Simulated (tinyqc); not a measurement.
A run and its error bars: classical Heisenberg spin chain: exact results, Metropolis, heat-bath and over-relaxation steps, and a Monte Carlo run. Computed by tinyqc, a small Python program. Command: `OMP_NUM_THREADS=1 python tinyqc.py 3130198 3130199 out.jsonl heismc walk`. One thread of a shared host (Intel(R) Xeon(R) Processor @ 2.30GHz), about 0.3 s of CPU time with the checks.

E = -J sum_i s_i . s_(i+1) for unit vectors s_i on an open chain; K = J/(k_B T).

Inputs (values chosen for the exercise, for a model chain of large moments): coupling J = 29 meV; temperature T = 298 K; moment mu = 2.4 mu_B; length N of the open chain = 24; seed = 819119.

Update: Metropolis.

Constants: k_B = 8.617333262e-05 eV/K; mu_B = 5.7883818060e-05 eV/T.

Method:
- Each bond angle is independent, so u = <s_i . s_(i+1)> = coth K - 1/K, <s_i . s_(i+n)> = u^n, correlation length xi = -1/ln|u|, energy per bond -J u, heat capacity per bond c/k_B = 1 - K^2/sinh^2 K, and for the long chain chi = mu^2 (1 + u)/(3 k_B T (1 - u)) per spin.
- For N spins, <|sum s|^2>/N = (1 + u)/(1 - u) - 2 u (1 - u^N)/(N (1 - u)^2); the long chain has (1 + u)/(1 - u), chi over the Curie value, and the difference is relative to it.
- From the ordered state (alternating for J < 0), with trial spins uniform on the sphere, 200 sweeps are discarded and 1600 recorded (even and odd sites in turn; random numbers not printed, so these rows are one sample). Errors are the scatter of block means over sqrt(number of blocks).

K = 1.12930

u = 0.347876

<|sum s|^2>/N = 1.99873

Blocking:
```
block length  mean bond product      error  <|sum s|^2>/N     error
1                       0.34084  0.0026032         2.0098  0.038722
4                       0.34084  0.0036937         2.0098  0.056580
16                      0.34084  0.0041186         2.0098  0.059565
40                      0.34084  0.0044826         2.0098  0.064603
80                      0.34084  0.0049395         2.0098  0.054658
```

What does the comparison show, and why?

With blocks of 40 the bond product is 1.6 error bars from the exact u = 0.3479, and <|sum s|^2>/N is 0.2 from the exact 1.999. Blocking to 40 changes the two errors by factors 1.7 and 1.7, because successive sweeps are correlated. 56 % of the trial spins are accepted.
